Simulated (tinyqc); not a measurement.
Ways to average over directions: averaged masses of warped heavy- and light-hole bands.

Four-band hole energies E = c k^2 f(u), c = hbar^2/2m0, f = g1 -/+ 2 sqrt(g2^2 + 3 (g3^2 - g2^2) s), s = ux^2 uy^2 + uy^2 uz^2 + uz^2 ux^2 for the unit vector u; minus for heavy, plus for light holes; the mass along u is 1/f.

Grid: n x n midpoints in cos(theta) from 0 to 1 and phi from 0 to pi/2, equal weights. m_d = <f^(-3/2)>^(2/3). Conductivity mass for one scattering time: 1/m_c = <|w|^2 f^(-5/2)>/<f^(-3/2)> with w = grad_k(k^2 f)/(2 k), that is |w|^2 = f^2 + |angular gradient of f|^2/4.

Inputs chosen for the exercise (out of a larger set: near those of Ge; not measured data):

| symbol | value | unit | meaning |
|---|---|---|---|
| g1 | 13.4 |  | Luttinger gamma1 |
| g2 | 4.25 |  | gamma2 |
| g3 | 5.73 |  | gamma3 |

Heavy and light m_d on grids of growing n, against n = 160; also the three-direction rule <F> = (10 F[100] + 16 F[110] + 9 F[111])/35 and the spherical masses 1/(g1 (1 -/+ mu)), mu = (6 g3 + 4 g2)/(5 g1).

Masses (m0):

| method | heavy | light | error heavy (%) | error light (%) |
|---|---|---|---|---|
| grid n = 1 | 0.5050 | 0.0403 | 43.37 | -4.44 |
| grid n = 2 | 0.3586 | 0.0418 | 1.81 | -0.86 |
| grid n = 3 | 0.3561 | 0.0420 | 1.10 | -0.40 |
| grid n = 5 | 0.3533 | 0.0421 | 0.32 | -0.16 |
| grid n = 10 | 0.3525 | 0.0421 | 0.08 | -0.04 |
| grid n = 160 | 0.3522 | 0.0422 | 0.00 | 0.00 |
| three directions | 0.3757 | 0.0423 | 6.68 | 0.35 |
| spherical | 0.3201 | 0.0422 | -9.12 | 0.18 |
| [100] alone | 0.2041 | 0.0457 | -42.06 | 8.30 |

What does the comparison show, and why?

The heavy mass is within 1 % from grid n = 5 on. Three directions err by +6.68 %, the spherical form by -9.12 % and [100] alone by -42.1 %; for light holes the same three err by +0.35, +0.18 and +8.3 %. The power -3/2 weights the heavy directions near [111], which a mean of f misses.

Program tinyqc; command `OMP_NUM_THREADS=1 python tinyqc.py 1081556 1081557 out.jsonl`; about 0.03 s on one thread of a shared Intel(R) Xeon(R) Processor @ 2.30GHz.
